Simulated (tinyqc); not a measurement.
Coherent transport through a tight-binding region between two chains, step by step. One step of it, computed by the program tinyqc.

Task: Transmission at E = 0.79 eV. Surface Green function g = (E - i sqrt(4 t^2 - E^2)) / (2 t^2); self-energy tc^2 g on each contact site; G = (E - H - Sigma)^(-1); Gamma = -2 Im Sigma; T = Gamma_L Gamma_R |G_LR|^2; local density of states -Im G_ii / pi.

H of the central region (eV):
```
           1          2          3          4
1   0.590000  -1.090000   0.000000   0.000000
2  -1.090000  -0.680000  -0.810000   0.000000
3   0.000000  -0.810000   0.230000  -1.030000
4   0.000000   0.000000  -1.030000   0.140000
```

Leads: semi-infinite chains with site energy 0:
```
parameter                           value
lead hopping t (eV)              2.050000
coupling to the left lead (eV)   0.280000
coupling to the right lead (eV)  1.320000
left contact site                       1
right contact site                      4
```

E = 0.790000 eV

Give: g; G; local density of states; transmission.

Result:

g = 0.0940-0.4787i 1/eV

G (1/eV):
```
                 1                2                3                4
1  -1.3671-1.0176i   1.1240+0.2269i  -0.2002+0.9576i  -0.7751-0.6991i
2   1.1240+0.2269i  -0.1908-0.0788i   0.0683-0.1623i   0.1129+0.1502i
3  -0.2002+0.9576i   0.0683-0.1623i   0.1454-0.9940i   0.8381+0.6681i
4  -0.7751-0.6991i   0.1129+0.1502i   0.8381+0.6681i  -0.5445-0.4814i
```

local density of states (1/eV): 0.3239  0.0251  0.3164  0.1532

transmission = 0.1364
